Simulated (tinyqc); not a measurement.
Two-dimensional dopant profile at a mask edge: lateral junction, overlap and effective channel length. Which input was changed? Computed by tinyqc, a small Python program. Command: `OMP_NUM_THREADS=1 python tinyqc.py 3021481 3021482 out.jsonl lateral which`. One thread of a shared host (Intel(R) Xeon(R) Processor @ 2.30GHz), about 0.05 s of CPU time with the checks.

Ions enter for y < 0; the mask (spacer, then gate) covers y > 0. x is the depth. The surface reflects dopant during the anneal.

Inputs (values chosen for the exercise, modelled on a source-drain extension in silicon):
```
quantity               value    unit
dose Q               1.1e+15  1/cm^2
projected range R_p      7.4      nm
vertical straggle        2.4      nm
lateral straggle           2      nm
anneal budget D t    6.2e-14    cm^2
channel doping C_B   2.1e+17  1/cm^3
gate length L_g           48      nm
offset spacer            3.4      nm
oxide thickness          1.2      nm
```

Constants: eps_0 = 8.8541878128e-12 F/m.

Method:
- Widths s_x^2 = (vertical straggle)^2 + 2 D t, s_y^2 = (lateral straggle)^2 + 2 D t. C(x, y) = V(x) (1/2) erfc(y/(sqrt2 s_y)), V(x) = Q/(sqrt(2 pi) s_x) [exp(-(x - R_p)^2/(2 s_x^2)) + exp(-(x + R_p)^2/(2 s_x^2))]; 1 nm = 1e-7 cm.
- The vertical junction far from the mask solves V(x) = C_B.
- The lateral junction at depth x solves C = C_B: y_j(x) = sqrt2 s_y erfc^-1(2 C_B/V(x)). Overlap under the gate = y_j(0) - spacer; metallurgical channel L_met = L_g - 2 overlap (tails from the two sides are not added).
- Abruptness at y_j(0) in nm per decade = ln(10) s_y sqrt(pi/2) exp(u^2) erfc(u), u = y_j/(sqrt2 s_y). Overlap capacitance per width = 3.9 eps_0 overlap/t_ox (zero if there is no overlap).

Question. One of these inputs alone was changed, within the range given: dose Q (5.5e+14 to 2.2e+15); lateral straggle (1 to 4); anneal budget D t (3.1e-14 to 1.24e-13); gate length L_g (24 to 96). Which one, and to what value?

Results:
```
run     lateral abruptness (nm/decade)  lateral junction y_j(0) (nm)  metallurgical channel L_met (nm)
before                        2.607571                      13.41908                          27.96183
after                         2.884823                      14.84588                          25.10824
```

Answer.

Each candidate set to reproduce lateral abruptness, and what it then gives:
```
candidate                      range searched  value needed  lateral junction y_j(0) (nm)  metallurgical channel L_met (nm)
dose Q (1/cm^2)            5.5e+14 to 2.2e+15  out of reach                             -                                 -
lateral straggle (nm)                  1 to 4         2.770                        14.846                            25.108
anneal budget D t (cm^2)  3.1e-14 to 1.24e-13     8.301e-14                        15.266                            24.268
gate length L_g (nm)                 24 to 96     no effect                             -                                 -
```

Only lateral straggle fits every result: it went from 2 to 2.77 nm. The next best candidate, anneal budget D t, misses one result by 3.3 %.

Caution: the peak exceeds usual solubilities, so part of the dose is inactive and diffusion is concentration dependent. Caution: the profile peaks below the surface, where the junction reaches further under the gate than y_j(0); the overlap given is the one at the surface.
